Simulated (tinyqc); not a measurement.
Hole mobility in a silicon inversion layer, empirical terms and Matthiessen rule: two steps of the calculation.

Inversion layer of sheet density Ns on a uniformly doped body. The mobility terms are empirical power laws with prefactors chosen for the exercise; adding their inverses (Matthiessen) is itself an approximation.

Parameters, values chosen for the exercise; material values close to those of silicon:
```
symbol   value        unit                                                meaning
T          400           K                                            temperature
eps_r     11.9                         relative permittivity of the semiconductor
Nb      2.7e17       cm^-3                                            body doping
eta     0.3333              weight of the inversion charge in the effective field
Cox       0.73     uF/cm^2                                       gate capacitance
Ap         122  cm^2/(V s)           phonon-limited mobility at 1 MV/cm and 300 K
As         502  cm^2/(V s)                  roughness-limited mobility at 1 MV/cm
gs         1.3                                     exponent of the roughness term
Ac        1300  cm^2/(V s)                                      Coulomb prefactor
Nit     9.6e11       cm^-2                                charge at the interface
WL          10                                                          ratio W/L
Vd        0.02           V                                          drain voltage
I         3.86          uA                                measured linear current
```

Constants: q = 1.602176634e-19 C, eps0 = 8.8541878128e-14 F/cm where lengths are in cm. Results are converted to the units shown.

Question 1. Inversion density for the measured current. I = (W/L) q Ns mu Vd. E = q (Ndep + eta Ns)/(eps0 eps_r) in MV/cm. With t = T/(300 K): muC = Ac (Ns/1e12 cm^-2) t/(Nb/1e17 cm^-3 + Nit/1e11 cm^-2), muP = Ap E^(-1/3) t^(-1.75), muS = As E^(-gs); 1/mu is the sum of the inverses. Ns(new) = I/((W/L) q mu Vd).

Ns at the start = 2.5e12 cm^-2
Ndep = 1.6551681e12 cm^-2

Wanted: E; mu; Ns after iteration 1.

Answer 1.

E = 0.3784 MV/cm
mu = 75.70 cm^2/(V s)
Ns after iteration 1 = 1.591e12 cm^-2

Question 2. Split C-V extraction. Q(Vg) is the trapezoid sum of Cgc from the first point (where Q is taken as 0); mu_eff = I/((W/L) Q Vd); mu_FE = (dI/dVg)/((W/L) Cox Vd) with a backward difference. Listed from point 4 on.

| point | Vg (V) | Cgc (uF/cm^2) | I (uA) |
|---|---|---|---|
| 0 | 0.1 | 1.5266798e-4 | 6.2213661e-9 |
| 1 | 0.2 | 0.0019845028 | 1.0532750e-6 |
| 2 | 0.3 | 0.025042028 | 1.7195449e-4 |
| 3 | 0.4 | 0.23099637 | 0.018970229 |
| 4 | 0.5 | 0.62619609 | 0.37451403 |
| 5 | 0.6 | 0.72083059 | 1.3438967 |
| 6 | 0.7 | 0.72928811 | 2.5556345 |
| 7 | 0.8 | 0.72994532 | 3.8225842 |
| 8 | 0.9 | 0.72999580 | 5.0864746 |
| 9 | 1 | 0.72999968 | 6.3257745 |
| 10 | 1.1 | 0.72999998 | 7.5320844 |
| 11 | 1.2 | 0.73000000 | 8.7025825 |
| 12 | 1.3 | 0.73000000 | 9.8370035 |

Find: Q; mu_eff; mu_FE.

Answer 2.

| point | Q (uC/cm^2) | mu_eff (cm^2/(V s)) | mu_FE (cm^2/(V s)) |
|---|---|---|---|
| 4 | 0.057120 | 32.783 | 24.352 |
| 5 | 0.12447 | 53.984 | 66.396 |
| 6 | 0.19698 | 64.871 | 82.996 |
| 7 | 0.26994 | 70.805 | 86.777 |
| 8 | 0.34294 | 74.161 | 86.568 |
| 9 | 0.41594 | 76.043 | 84.884 |
| 10 | 0.48894 | 77.025 | 82.624 |
| 11 | 0.56194 | 77.434 | 80.171 |
| 12 | 0.63494 | 77.465 | 77.700 |

At the last point mu_FE is 0.30 % above mu_eff.

Numbers from tinyqc (`OMP_NUM_THREADS=1 python tinyqc.py 2510053 2510054 out.jsonl`; about 0.01 s on one thread of a shared Intel Xeon 2.30GHz).
